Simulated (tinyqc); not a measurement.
Length of a molecular wire: coherent transport through a tight-binding bridge. Computed by the program tinyqc. T = Gamma_L Gamma_R |G_1n|^2 with the self-energies of semi-infinite chains.

A uniform bridge between two chains:
```
parameter                        value
site energy (eV)              2.290000
hopping in the bridge (eV)    0.830000
lead hopping (eV)             1.860000
couplings (eV)              0.83, 1.11
E (eV)                        0.420000
```

Transmission against length:
```
sites           T      ln T
2      5.7224e-02   -2.8608
3      1.9421e-02   -3.9414
4      6.9535e-03   -4.9685
5      2.5395e-03   -5.9758
6      9.3425e-04   -6.9758
7      3.4463e-04   -7.9730
8      1.2726e-04   -8.9693
9      4.7007e-05   -9.9652
10     1.7366e-05  -10.9610
```

What does the comparison show, and why?

E lies outside the band of the bridge (|E - e|/2h = 1.127 > 1), so T decays as exp(-beta n) with beta = 2 arccosh(1.127) = 0.9957 a site; the last two rows give 0.9958.
